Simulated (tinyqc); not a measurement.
# Off-state leakage of single and stacked transistors: subthreshold current against the height of the stack

n-channel devices of unit width. Subthreshold current I(Vg, Vs, Vd) = I0 (T/300 K)^0.5 exp[(Vg - Vs - VT(T) - gb (Vs - Vb) + dd (Vd - Vs))/(nf Vt)] (1 - exp(-(Vd - Vs)/Vt)), VT(T) = VT - cT (T - 300 K). Gate-edge tunnelling Ig (Vd/1 V) exp(ag (Vd - 1 V)), for a gate at 0 V, and band-to-band leakage Ab u exp(-Bb/u), u = Vd - Vb + 1 V, flow at a drain held at V; both are taken as independent of T. In a stack of off transistors (all gates at 0 V) the same subthreshold current passes through each.

All n gates at 0 V, bottom source at 0 V, top drain at V; node voltages follow from equal currents.

Inputs (values chosen for the exercise); values of the order met in bulk silicon logic transistors: temperature T = 378 K; supply voltage V = 1.2 V; threshold at 300 K, zero drain and body bias VT = 0.33 V; fall of the threshold with temperature cT = 0.9 mV/K; current at threshold at 300 K I0 = 0.1 uA/um; slope factor nf = 1.17; drain-induced lowering per volt dd = 0.16; rise of the threshold per volt of source-body bias gb = 0.25; body voltage Vb = -0.6 V.

Constants: q = 1.602176634e-19 C, kB = 1.380649e-23 J/K, Vt = kB T/q. Results are converted to the units shown.

Result of one run:
columns A: n; B: I (nA/um); C: reduction factor; D: drain voltage of the bottom device (mV); E: source voltage of the top device (mV); F: voltage across the top device (V)
```
A          B       C       D       E       F
5  6.7485e-4  548.33  10.221  170.47  1.0295
```

What becomes of these results when the number of transistors in series n is changed from 5 to 6, all else the same?

Result of the changed run:
columns A: n; B: I (nA/um); C: reduction factor; D: drain voltage of the bottom device (mV); E: source voltage of the top device (mV); F: voltage across the top device (V)
```
A          B       C       D       E       F
6  5.2341e-4  706.97  7.7231  177.34  1.0227
```

The whole series:
columns A: n; B: I (nA/um); C: reduction factor; D: drain voltage of the bottom device (mV); E: source voltage of the top device (mV); F: voltage across the top device (V)
```
A          B       C       D       E       F
1    0.37004  1.0000  1200.0       0  1.2000
2  0.0039283  94.198  122.86  122.86  1.0771
3  0.0015523  238.39  27.887  147.95  1.0520
4  9.4499e-4  391.58  15.029  161.37  1.0386
5  6.7485e-4  548.33  10.221  170.47  1.0295
6  5.2341e-4  706.97  7.7231  177.34  1.0227
```

The second transistor cuts the current by a factor of 94.2, the third by a further 2.53 and the sixth by 1.29. The top device keeps 85.2 % of the supply at n = 6, while the drain voltage of the bottom one falls to 0.237 Vt.

Computed by the program tinyqc: `OMP_NUM_THREADS=1 python tinyqc.py 2242197 2242198 out.jsonl`, one thread of a shared Intel Xeon 2.30GHz, about 0.03 s for the whole run.
